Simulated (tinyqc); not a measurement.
## Conversion gain and read noise from the photon-transfer curve

Question. Temporal variance = CG x mean output + vn^2 (dark signal removed), CG = q As/Cf. Find CG, vn, the read noise in electrons and Cf.

Parameters, values chosen for the exercise: source-follower gain As = 0.89.

Constants: q = 1.602176634e-19 C. Results are converted to the units shown.

temporal variance at mean outputs of 62 and 370 mV (mV^2): [9.043735374, 53.85890465]

Answer. Poisson statistics make the slope equal to CG; the intercept is vn^2.

CG = 145.5 uV/electron
vn = 150.0 uV
read noise = 1.031 electrons
Cf = 0.9800 fF

Numbers from tinyqc (`OMP_NUM_THREADS=1 python tinyqc.py 2630117 2630118 out.jsonl`; about 0.01 s on one thread of a shared Intel Xeon 2.30GHz).
